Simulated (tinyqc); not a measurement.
Worked calculation: RHF in the 3-21g basis, for H3+, spin multiplicity 1. One step of it, computed by the program tinyqc.

Problem. Iteration 3: DIIS coefficients. Solve [B -1; -1 0][c; lambda] = [0; -1] for the coefficients, which sum to one.

B (overlaps of the stored error matrices):
```
               1              2              3
1  2.9135655e-01  3.5245799e-02  1.7298030e-04
2  3.5245799e-02  4.6097989e-03  8.6260175e-05
3  1.7298030e-04  8.6260175e-05  1.2896461e-05
```

Give: DIIS coefficients.

Solution.

DIIS coefficients: 0.026  -0.225  1.198
